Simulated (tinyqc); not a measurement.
# Changing the trap level E_t

Model: carrier lifetime from Shockley-Read-Hall, radiative, Auger and surface recombination. Computed by tinyqc, a small Python program. Command: `OMP_NUM_THREADS=1 python tinyqc.py 3008717 3008718 out.jsonl lifetime sweep`. One thread of a shared host (Intel(R) Xeon(R) Processor @ 2.30GHz), about 0.02 s of CPU time with the checks.

Energies are counted from the top of the valence band. Boltzmann statistics, full ionisation, and equal excess densities of electrons and holes.

Inputs (values chosen for the exercise, with bands modelled on GaN):
```
quantity                          value        unit
gap E_g                            3.51          eV
electron mass m_e                 0.205         m_0
valleys M_c                           1           -
hole mass m_h                      1.35         m_0
temperature T                       400           K
doping N                          5e+17       cm^-3
trap density N_t                1.5e+14       cm^-3
electron cross-section sigma_n  1.8e-15        cm^2
hole cross-section sigma_p      2.4e-17        cm^2
radiative coefficient B         1.3e-10      cm^3/s
Auger coefficient C_n             2e-30      cm^6/s
Auger coefficient C_p           2.7e-31      cm^6/s
excess density dn               3.3e+12       cm^-3
generation rate G               3.2e+19  cm^-3 s^-1
diffusion coefficient D              30      cm^2/s
surface velocity S                  240        cm/s
thickness W                          22  micrometre
```

Doping: n-type. Surface term: two equal surfaces.

Constants: m_0 = 9.1093837015e-31 kg; k_B = 1.380649e-23 J/K; h = 6.62607015e-34 J s; k_B = 8.617333262e-05 eV/K.

Method:
- N_c = 2 M_c (2 pi m_e k_B T/h^2)^(3/2) and N_v = 2 (2 pi m_h k_B T/h^2)^(3/2), masses in units of m_0.
- n_i = sqrt(N_c N_v) exp(-E_g/2 k_B T); majority density N/2 + sqrt(N^2/4 + n_i^2), minority density n_i^2 over it.
- v = sqrt(3 k_B T/m) with m_e or m_h; tau_n0 = 1/(sigma_n v_n N_t), tau_p0 = 1/(sigma_p v_p N_t); n1 = N_c exp(-(E_g - E_t)/k_B T), p1 = N_v exp(-E_t/k_B T).
- The slowest diffusion mode has x tan x = S W/(2 D) with 0 < x < pi/2 (bisection), and tau_s = W^2/(4 x^2 D). The common approximation is W/(2 S) + W^2/(pi^2 D).
- With n = n_0 + dn, p = p_0 + dn and U/dn = 1/tau: (n p - n_i^2)/dn = n_0 + p_0 + dn = s; 1/tau_SRH = s/[tau_p0 (n + n1) + tau_n0 (p + p1)]; 1/tau_rad = B s; 1/tau_Aug = (C_n n + C_p p) s; the rates add, with 1/tau_s.
- Radiative efficiency = tau_eff/tau_rad; effective diffusion length = sqrt(D tau_eff).
- dn solves dn/tau_eff(dn) = G (60 bisections in ln dn between 1e-2 and 1e22 cm^-3); the splitting of the quasi-Fermi levels is k_B T ln(n p/n_i^2).

One run for each value:
```
trap level E_t (eV)  tau_SRH at dn (s)  effective lifetime at dn (s)  quasi-Fermi splitting under G (eV)
0.211                       2.3965e-05                    1.5207e-08                              2.7996
0.554                       2.3932e-05                    1.5207e-08                              2.7996
0.897                       2.3932e-05                    1.5207e-08                              2.7996
1.240                       2.3932e-05                    1.5207e-08                              2.7996
1.580                       2.3932e-05                    1.5207e-08                              2.7996
1.930                       2.3932e-05                    1.5207e-08                              2.7996
2.270                       2.3932e-05                    1.5207e-08                              2.7996
2.610                       2.3932e-05                    1.5207e-08                              2.7996
2.960                       2.3932e-05                    1.5207e-08                              2.7996
3.300                       2.4320e-05                    1.5207e-08                              2.7996
```

Describe the trends.

Over the rows, tau_SRH at dn (s) goes from 2.40e-5 through a minimum among these rows, 2.39e-5 at 0.897, to 2.43e-5; effective lifetime at dn (s) goes from 1.52e-8 through a minimum among these rows, 1.52e-8 at 0.554, to 1.52e-8; quasi-Fermi splitting under G (eV) goes from 2.80 through a minimum among these rows, 2.80 at 0.554, to 2.80.

Extremes, crossings and ranges named in words are read from the listed rows.
